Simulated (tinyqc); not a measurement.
Inside a calculation. Method: Luttinger-Kohn k.p, four valence bands. One step of it, computed by the program tinyqc.

Task: Levels at k. Diagonalise the Hermitian matrix.

H(k) at k (eV), lower triangle (Hermitian):
```
,3/2,1/2,-1/2,-3/2
3/2,0.071514
1/2,0.047906-0.017197i,0.086431
-1/2,-0.010405+0.016358i,0.000000,0.086431
-3/2,0.000000,-0.010405+0.016358i,-0.047906+0.017197i,0.071514
```

Give: eigenvalues.

Result:

eigenvalues (eV): 0.0240  0.0240  0.1339  0.1339
